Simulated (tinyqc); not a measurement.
Absorption coefficient and reflectance from two thicknesses.

Inverse problem. With transparent contact layers the responsivity is (1 - Rf)(1 - exp(-al wi)) q lam/(h c). The second absorber is twice as thick as the first. Find al and Rf.

Values chosen for this exercise: wavelength lam = 1000 nm.

Constants: q = 1.602176634e-19 C, h = 6.62607015e-34 J s, c = 299792458 m/s. Results are converted to the units shown.

responsivity for wi = 30 and 60 um (A/W): [0.095684855, 0.17515330]

Answer. The ratio of the responsivities is 1 + exp(-al w1), which gives al; either value then gives 1 - Rf.

al = 61.9 1/cm
Rf = 0.300

tinyqc, about 0.01 s, one thread, Intel Xeon 2.30GHz (shared host): `OMP_NUM_THREADS=1 python tinyqc.py 2250033 2250034 out.jsonl`
